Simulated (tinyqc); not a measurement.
Space-charge-limited current with shallow traps: two steps of the calculation.

One carrier type, drift only, an injecting contact at x = 0 (zero field) and thickness L. The share th = y/(1 + y), y = (Nc/Nt) exp(-Et/kB T), of the injected charge is free: J = q mu n F, eps0 eps_r dF/dx = q (n - n0)/th.

Inputs (values chosen for the exercise):

| symbol | value | unit | meaning |
|---|---|---|---|
| T | 300 | K | temperature |
| eps_r | 15.4 |  | relative permittivity |
| mu | 22 | cm^2/(V s) | mobility |
| L | 770 | nm | thickness |
| Nc | 1.9e20 | cm^-3 | band density of states |
| Nt | 6e17 | cm^-3 | trap density |
| Et | 0.24 | eV | trap depth |
| n0 | 4.6e14 | cm^-3 | free carrier density in equilibrium |
| V | 7.3 | V | voltage |

Constants: q = 1.602176634e-19 C, kB = 1.380649e-23 J/K, Vt = kB T/q, eps0 = 8.8541878128e-14 F/cm where lengths are in cm. Results are converted to the units shown.

Task 1. Limits and characteristic voltages. Ohmic J = q n0 mu V/L; Mott-Gurney J = (9/8) th eps0 eps_r mu V^2/L^3; they cross at Vx = 8 q n0 L^2/(9 th eps0 eps_r); traps fill at V_TFL = q Nt L^2/(2 eps0 eps_r).

Give: th; ohmic J; Mott-Gurney J; Vx; V_TFL.

Result 1.

th = 0.028588
ohmic J = 153.72 A/cm^2
Mott-Gurney J = 112.62 A/cm^2
Vx = 9.9642 V
V_TFL = 209.00 V

Task 2. The exact current. Exact: with u = n0/n(L), w = -u - ln(1 - u) and v = -u - u^2/2 - ln(1 - u), V = (q n0 L^2/(th eps0 eps_r)) v/w^2 and J = q^2 n0^2 mu L/(th eps0 eps_r w). v/w^2 falls steadily with u, so u follows by bisection.

Find: v/w^2; u; w; J; exit field over V/L.

Result 2.

v/w^2 = 0.6512
u = 0.8392
w = 0.9886
J = 238.8 A/cm^2
exit field over V/L = 1.304

J is 10 % below the plain sum of the two limits; the exit field lies between the ohmic 1 and the Mott-Gurney 1.5.

Range of the model: Diffusion and a field-dependent mobility are left out. With injecting contacts the diffusion current, about 4 pi^2 Vt th eps0 eps_r mu V/L^3, equals the Mott-Gurney current at V = 35 kB T/q (0.9 V at 300 K), so the drift-only result needs V well above that.

Numbers from tinyqc (`OMP_NUM_THREADS=1 python tinyqc.py 2370030 2370031 out.jsonl`; about 0.01 s on one thread of a shared Intel Xeon 2.30GHz).
